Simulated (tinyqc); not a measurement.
Energy against coordination: Tersoff bond-order potential. Computed by tinyqc, a small Python program. Command: `OMP_NUM_THREADS=1 python tinyqc.py 3014346 3014347 out.jsonl tersoff walk`. One thread of a shared host (Intel(R) Xeon(R) Processor @ 2.30GHz), about 0.01 s of CPU time with the checks.

E = (1/2) sum_(i, j != i) [A exp(-lambda r_ij) - b_ij B exp(-mu r_ij)], b_ij = (1 + (beta zeta_ij)^n)^(-1/(2n)), zeta_ij = sum_(k != i, j) g(theta_ijk), g = 1 + c^2/d^2 - c^2/(d^2 + (h - cos theta)^2), with theta at atom i. Only nearest neighbours count (cut-off function 1 for them, 0 beyond).

Inputs (values chosen for the exercise, modelled on silicon):
```
quantity     value        unit
A             1867          eV
B           473.78          eV
lambda      2.4799  1/angstrom
mu          1.7322  1/angstrom
beta      1.13e-06           -
n           0.7887           -
c            98150           -
d            16.41           -
h          -0.5835           -
```

Method. Angles seen from one bond (cos theta: count): chain -1: 1; graphitic -1/2: 2; diamond -1/3: 3; square net 0: 2, -1: 1; simple cubic 0: 4, -1: 1; bcc 1/3: 3, -1/3: 3, -1: 1; fcc 1/2: 4, 0: 2, -1/2: 4, -1: 1. With z equal bonds of order b, r = ln(lambda A/(mu b B))/(lambda - mu) and E per atom = -(z/2) b B exp(-mu r)(1 - mu/lambda).

Relaxed structures:
```
structure      z        zeta       b  r (angstrom)  E per atom (eV)  E per bond (eV)
dimer          1           0  1.0000        2.3140          -1.2974          -2.5947
chain          2  2.3031e+04  0.9659        2.3604          -2.3126          -2.3126
graphitic      3  1.8544e+03  0.9951        2.3205          -3.8297          -2.5531
diamond        4  2.4939e+04  0.9638        2.3633          -4.5919          -2.2959
square net     4  1.1338e+05  0.8919        2.4670          -3.5508          -1.7754
simple cubic   6  2.0373e+05  0.8410        2.5455          -4.3839          -1.4613
bcc            8  3.8193e+05  0.7683        2.6665          -4.3305          -1.0826
fcc           12  7.3821e+05  0.6732        2.8432          -4.1903          -0.6984
```

What follows from these numbers?

The lowest are diamond, simple cubic and bcc, the first two 0.208 eV apart. The bond order falls from 1 to 0.673 and the bond weakens from -2.59 to -0.70 eV, as b^(lambda/(lambda - mu)) with exponent 3.32. With the same z = 4 the square net lies 1.04 eV above diamond, from its angles alone. Caution: in bcc and other dense structures second neighbours can fall inside the usual cut-off; they are left out here.

Extremes, crossings and ranges named in words are read from the listed rows.
